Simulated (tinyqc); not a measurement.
# Inputs raised by 10 %, one at a time

Model: configuration-coordinate model of a defect: Huang-Rhys factor and luminescence line shape. Computed by tinyqc, a small Python program. Command: `OMP_NUM_THREADS=1 python tinyqc.py 3013274 3013275 out.jsonl ccline sens`. One thread of a shared host (Intel(R) Xeon(R) Processor @ 2.30GHz), about 0.06 s of CPU time with the checks.

Ground state E_g(Q) = (1/2) omega_g^2 Q^2; excited state E_e(Q) = E_0 + (1/2) omega_e^2 (Q - dQ)^2 with E_0 = E_ZPL - (hbar omega_e - hbar omega_g)/2. Q is mass-weighted; the dipole does not depend on Q (Condon approximation).

Inputs (values chosen for the exercise, for a model defect):

| quantity | value | unit |
|---|---|---|
| zero-phonon energy E_ZPL | 0.994 | eV |
| displacement dQ | 0.787 | u^(1/2) angstrom |
| ground-state phonon hbar omega_g | 31.6 | meV |
| excited-state phonon hbar omega_e | 30.8 | meV |
| temperature T | 400 | K |
| refractive index n_r | 2.3 | - |
| transition dipole mu | 1.8 | e angstrom |
| quenching prefactor nu_0 | 2e+12 | 1/s |

Modes: different frequencies.

Constants: hbar^2/u = 4.18015928e-03 eV angstrom^2; k_B = 8.617333262e-05 eV/K; hbar = 6.582119569e-16 eV s; e = 1.602176634e-19 C; eps_0 = 8.8541878128e-12 F/m; hbar = 1.054571817e-34 J s; c = 299792458 m/s.

Method:
- S = hbar omega dQ^2/(2 hbar^2/u) for each state; relaxation energy S hbar omega; absorption at E_0 + S_e hbar omega_e, emission at E_0 - S_g hbar omega_g; the Stokes shift is their difference.
- Overlaps <m_e|n_g> of harmonic-oscillator functions (Hermite recursion, positive leading coefficients) by a sum over an even grid (700 points from x = -9 to 9 + d for the small table, 1500 points from -16 to 16 + d for the thermal sums), with x = Q sqrt(omega_g/hbar), d = sqrt(2 S_g) and frequency ratio omega_e/omega_g.
- Initial levels m = 0..24 carry Boltzmann weights exp(-m hbar omega_e/k_B T), normalised; final levels n = 0..79; a line lies at E_ZPL + m hbar omega_e - n hbar omega_g with weight w_m <m|n>^2. Moments are taken over these weights without the E^3 factor; FWHM = 2 sqrt(2 ln 2) x standard deviation; the zero-phonon weight is w_0 <0|0>^2, since the other m -> m lines are offset by m (hbar omega_e - hbar omega_g).
- The curves cross at the root Q_c nearest dQ; the barrier is (1/2) omega_e^2 (Q_c - dQ)^2, with (1/2) omega^2 = (hbar omega)^2/(2 hbar^2/u). k_r = n_r omega^3 mu^2/(3 pi eps_0 hbar c^3) at the vertical emission energy, without local-field correction; k_nr = nu_0 exp(-barrier/k_B T) (Mott-Seitz); yield = k_r/(k_r + k_nr); T_1/2 = barrier/(k_B ln(nu_0/k_r)).

Runs:

| input moved | from | to | Stokes shift (eV) | zero-phonon weight | classical barrier (eV) | radiative lifetime (ns) |
|---|---|---|---|---|---|---|
| base run | - | - | 0.14426 | 0.058577 | 2.1047 | 45.332 |
| displacement dQ (u^(1/2) angstrom) | 0.787 | 0.8657 | 0.17455 | 0.036054 | 1.7523 | 47.707 |
| ground-state phonon hbar omega_g (meV) | 31.6 | 34.76 | 0.15979 | 0.052458 | 0.9311 | 47.458 |
| zero-phonon energy E_ZPL (eV) | 0.994 | 1.0934 | 0.14426 | 0.058577 | 2.5255 | 33.326 |
| temperature T (K) | 400 | 440 | 0.14426 | 0.055144 | 2.1047 | 45.332 |
| transition dipole mu (e angstrom) | 1.8 | 1.98 | 0.14426 | 0.058577 | 2.1047 | 37.464 |
| refractive index n_r | 2.3 | 2.53 | 0.14426 | 0.058577 | 2.1047 | 41.210 |

Exponents ln(y'/y) / ln(x'/x):

| input | Stokes shift | zero-phonon weight | classical barrier | radiative lifetime |
|---|---|---|---|---|
| displacement dQ | 2.000 | -5.092 | -1.922 | 0.536 |
| ground-state phonon hbar omega_g | 1.073 | -1.157 | -8.556 | 0.481 |
| zero-phonon energy E_ZPL | 0.000 | 0.000 | 1.912 | -3.228 |
| temperature T | 0.000 | -0.634 | 0.000 | 0.000 |
| transition dipole mu | 0.000 | 0.000 | 0.000 | -2.000 |
| refractive index n_r | 0.000 | 0.000 | 0.000 | -1.000 |

To which inputs is each result most sensitive?

Among the inputs moved here: Stokes shift answers most in size to displacement dQ (exponent +2.000), next to ground-state phonon hbar omega_g (+1.073); its exponent is below 0.0005 for zero-phonon energy E_ZPL, temperature T, transition dipole mu, refractive index n_r. Its exponent +2.000 in displacement dQ: relaxation energies go as omega^2 dQ^2. Zero-phonon weight answers most in size to displacement dQ (exponent -5.092), next to ground-state phonon hbar omega_g (-1.157); its exponent is below 0.0005 for zero-phonon energy E_ZPL, transition dipole mu, refractive index n_r. Classical barrier answers most in size to ground-state phonon hbar omega_g (exponent -8.556), next to displacement dQ (-1.922); its exponent is below 0.0005 for temperature T, transition dipole mu, refractive index n_r. Radiative lifetime answers most in size to zero-phonon energy E_ZPL (exponent -3.228), next to transition dipole mu (-2.000); its exponent is below 0.0005 for temperature T. Its exponent -2.000 in transition dipole mu: the rate goes as mu^2. Its exponent -1.000 in refractive index n_r: the rate goes as n_r.

Caution (all rows): for small S the spectrum is a set of resolved lines, and a Gaussian width has little meaning. Caution (rows base run, displacement dQ, zero-phonon energy E_ZPL, temperature T, transition dipole mu, refractive index n_r): the curves cross far outside the range of the harmonic model, so the barrier and T_1/2 have no quantitative meaning.

Extremes, crossings and ranges named in words are read from the listed rows.
